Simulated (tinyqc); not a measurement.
Worked calculation: formation energy of a charged point defect from supercell energies. Computed by tinyqc, a small Python program that keeps every step. Command: `OMP_NUM_THREADS=1 python tinyqc.py 3010708 3010709 out.jsonl formation walk`. One thread of a shared host (Intel(R) Xeon(R) Processor @ 2.30GHz), about 0.01 s of CPU time with the checks. Intermediate numbers are printed to about 6 digits and carried at full precision; extremes and crossings named in words are read from the listed rows.

The host is a compound AB. Making the defect adds n_A = 1, n_B = -1 atoms to the cell. All total energies are inputs. E_F is counted from the valence-band maximum (VBM); x = 0 is A-rich and x = 1 B-rich growth.

Inputs (values chosen for the exercise, with gap and screening modelled on CdS):
```
quantity                       value      unit
gap E_g                         2.55        eV
E_VBM of the host cell         6.819        eV
potential alignment dV           0.1        eV
dielectric constant eps         8.72         -
cell length L                   17.3  angstrom
mu_A of the pure element      -1.339        eV
mu_B of the pure element       -6.39        eV
formation enthalpy dH of AB    -1.23        eV
growth condition x              0.58         -
Fermi level E_F                0.614        eV
temperature T                    800         K
site density N_s             3.4e+22     cm^-3
```

Defect: A on a B site. Supercell lattice: bcc.

charge states q: 2  1  0  -1  -2

E(defect, q) - E(host), in the order of q (eV): -8.025  -0.463  8.575  17.531  26.256

Constants: e^2/(4 pi eps_0) = 14.39964548 eV angstrom; k_B = 8.617333262e-05 eV/K.

## Chemical potentials

dmu_A = x dH and dmu_B = (1 - x) dH, so that dmu_A + dmu_B = dH; mu = mu(element) + dmu. The reservoir term is sum n_i mu_i.

dmu_A = -0.7134 eV

dmu_B = -0.5166 eV

sum n_i mu_i = 4.8542 eV

## Image-charge corrections

Image-charge correction of a point charge in a neutralising background: E_corr = q^2 alpha e^2/(4 pi eps_0) / (2 eps L), alpha = 2.888462 for a bcc array with L the cube root of the volume.

E_corr (eV): (q=+2) 0.551424, (q=+1) 0.137856, (q=0) 0.000000, (q=-1) 0.137856, (q=-2) 0.551424

## Formation energies at E_F = 0

E_f(q, E_F) = [E(defect, q) - E(host)] - sum n_i mu_i + q (E_VBM + dV + E_F) + E_corr(q).

E_f(q, 0) (eV): (q=+2) 1.51022, (q=+1) 1.73966, (q=0) 3.72080, (q=-1) 5.89566, (q=-2) 8.11522

## Transition levels and the lower envelope

eps(q/q') = [E_f(q', 0) - E_f(q, 0)]/(q - q'). U of state q is eps(q/q-1) - eps(q+1/q). The stable state at each E_F is the lowest line E_f(q, 0) + q E_F.

One-electron levels above the VBM (eV):
```
level     energy  U of the state between this level and the next
(+2/+1)  0.22943                                         1.75171
(+1/0)   1.98114                                         0.19371
(0/-1)   2.17486                                         0.04471
(-1/-2)  2.21957                                               -
```

Stable states:
```
q   from E_F (eV)  to E_F (eV)
+2        0.00000      0.22943
+1        0.22943      1.98114
0         1.98114      2.17486
-1        2.17486      2.21957
-2        2.21957      2.55000
```

Stable in the gap, from the VBM up: +2, +1, 0, -1, -2.

## The first and the last level

eps(q/q-1) = E_f(q - 1, 0) - E_f(q, 0).

level (+2/+1) = 0.229432 eV

level (-1/-2) = 2.21957 eV

## Concentrations at the given E_F and T

E_f(q, E_F) = E_f(q, 0) + q E_F. c_q = N_s exp(-E_f(q, E_F)/k_B T), with all degeneracy factors one and no vibrational entropy.

Charge states:
```
q   E_f (eV)  c_q (cm^-3)        share
+2   2.73822  1.91172e+05  3.76434e-03
+1   2.35366  5.05939e+07  9.96236e-01
0    3.72080  1.23444e-01  2.43072e-09
-1   5.28166  1.81347e-11  3.57087e-19
-2   6.88722  1.39276e-21  2.74245e-29
```

lowest formation energy = 2.35366 eV

total concentration = 5.07851e+07 cm^-3

mean charge = 1.00376 e

State +1 holds 99.6 % of the defects.

## Fermi level and growth conditions

Each entry is the lowest E_f over q.

Lowest formation energy (eV):
```
E_F (eV)  stable q  A-rich, x = 0  x = 0.5  B-rich, x = 1
0.000           +2        0.08342  1.31342        2.54342
0.319           +1        0.63186  1.86186        3.09186
0.638           +1        0.95086  2.18086        3.41086
0.956           +1        1.26886  2.49886        3.72886
1.275           +1        1.58786  2.81786        4.04786
1.594           +1        1.90686  3.13686        4.36686
1.912           +1        2.22486  3.45486        4.68486
2.231           -2        2.22642  3.45642        4.68642
2.550           -2        1.58842  2.81842        4.04842
```

Going from A-rich to B-rich growth shifts every line by +2.460 eV and moves no transition level. The slope of the envelope is the stable charge, so E_f is highest at E_F = 2.23 eV of those listed, and it falls on both sides: the defect is amphoteric and compensates either doping.

## What the corrections do to the levels

Levels eps(q/q-1) with the terms q dV and E_corr left out or kept.

Levels above the VBM (eV):
```
level      raw  with alignment  with image charge  with both
(+2/+1)  0.743           0.643            0.32943    0.22943
(+1/0)   2.219           2.119            2.08114    1.98114
(0/-1)   2.137           2.037            2.27486    2.17486
(-1/-2)  1.906           1.806            2.31957    2.21957
```

Alignment moves every level by -dV = -0.100 eV. The image term moves eps(q/q-1) by (1 - 2q) E_corr(1): (+2/+1) by -0.414, (+1/0) by -0.138, (0/-1) by +0.138, (-1/-2) by +0.414 eV, donor levels down and acceptor levels up. It adds 2 E_corr(1) = 0.276 eV to every U, which turns an apparent negative U of the raw energies into a positive one.

Checks made by the program: envelope against a direct minimum on a grid (relative difference below 1e-10).
